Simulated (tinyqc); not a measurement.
Phonon transmission through an interface between two chains by Green functions. From conductance G back to junction spring k_b. Computed by tinyqc, a small Python program. Command: `OMP_NUM_THREADS=1 python tinyqc.py 3013791 3013792 out.jsonl agf inv`. One thread of a shared host (Intel(R) Xeon(R) Processor @ 2.30GHz), about 0.03 s of CPU time with the checks.

Two semi-infinite chains (masses m_1, m_2; springs k_1, k_2), motion along the chain. The central region holds the end atom of each chain, joined by springs k_b. lambda = omega^2 in eV/(angstrom^2 u); nu = 15.6333042 THz x sqrt(lambda).

Inputs (values chosen for the exercise, for two model chains):
```
quantity                          value           unit
mass m_1                           48.2              u
spring k_1                         3.88  eV/angstrom^2
mass m_2                            176              u
spring k_2                         2.37  eV/angstrom^2
probe frequency / lower band top   0.59              -
temperature T                       100              K
```

Atoms in the interlayer: none.

Constants: nu for 1 eV/(angstrom^2 u) = 15.6333042 THz; h x 1 THz = 4.135667696 meV; k_B = 8.617333262e-05 eV/K; k_B = 1.380649e-23 J/K; h = 6.62607015e-34 J s.

Method:
- nu_max = 15.6333042 THz x 2 sqrt(k/m); impedance Z = sqrt(k m); long-wave transmission 4 Z_1 Z_2/(Z_1 + Z_2)^2; the probe frequency is the given share of the lower band top.
- In chain i, sin(q_i a/2) = nu/nu_max,i. An outgoing wave makes the next atom move as exp(i q_i a) times the end atom, so the lead adds the self-energy Sigma_i = -k_i exp(i q_i a) to the force-constant matrix; Gamma_i = -2 Im Sigma_i = 2 k_i sin(q_i a).
- A = lambda M - K - Sigma over the central atoms, with K_ii the sum of the springs at i, K_(i,i+1) = -k_b; G = inverse of A; transmission = Gamma_1 Gamma_2 |G_(first,last)|^2.
- Landauer conductance G = k_B int tau(nu) x^2 e^x/(e^x - 1)^2 d nu, x = h nu/(k_B T), from 0 to the lower band top (240 Gauss-Legendre points in s from 0 to 1, nu = nu_top sin(pi s/2)); tau is the transmission, and its thermal mean is G over the value for tau = 1 in the same window; the quantum is g_0 = pi^2 k_B^2 T/(3 h).

Task: A run gave the result below. Find the junction spring k_b, known to lie between 0.63 and 0.98 eV/angstrom^2.

conductance G = 23.64508 pW/K

Result:

Each step takes the trial c = (a f_b - b f_a)/(f_b - f_a), f being the result less the target and a, b, c the logarithms of the listed values; c replaces end b, the old b replaces a if the sign of f changed, and otherwise f_a is halved.

Scan of the range:
```
junction spring k_b (eV/angstrom^2)  conductance G (pW/K)
0.630                                             20.7917
0.678                                             22.0292
0.730                                             23.3155
0.786                                             24.6381
0.846                                             25.9836
0.910                                             27.3382
0.980                                             28.7261
```

False position (Illinois rule, in the logarithm of the input) inside the bracket:
```
step     end a     end b     trial  conductance G (pW/K)
1     0.730000  0.786000  0.743569               23.6419
2     0.786000  0.743569  0.743699               23.6451
3     0.786000  0.743699  0.743701               23.6451
4     0.743699  0.743701  0.743700               23.6451
```

Conductance G rises at every point of a 13-point scan of the range (every second point is shown), so one value fits; it is bracketed by 0.730 and 0.786. Answer: junction spring k_b = 0.7437 eV/angstrom^2.
